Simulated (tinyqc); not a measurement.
# Mass and degeneracy from charge and saturation current

Inverse problem. At high drain voltage only states moving towards the drain are filled: I = gv (2 q^2/h) Vt ln(1 + exp eta) and n = (N0/2) F_(-1/2)(eta), N0 = gv sqrt(2 m kB T/pi)/hbar, F_(-1/2)(x) = (1/sqrt(pi)) int_0^infinity u^(-1/2)/(1 + exp(u - x)) du. Find eta and m.

Values chosen for this exercise: temperature T = 400 K; valley degeneracy gv = 1.

Constants: q = 1.602176634e-19 C, kB = 1.380649e-23 J/K, hbar = 1.054571817e-34 J s, h = 6.62607015e-34 J s, m0 = 9.1093837015e-31 kg, Vt = kB T/q. Results are converted to the units shown.

n = 2.3481032e6 cm^-1
I = 23.155562 uA

Answer. In one dimension the current holds no mass, so it gives eta directly; n then gives m.

eta = 8.67
m = 0.0702 m0

Program tinyqc, `OMP_NUM_THREADS=1 python tinyqc.py 2400166 2400167 out.jsonl`; Intel Xeon 2.30GHz, shared host, one thread, about 0.06 s.
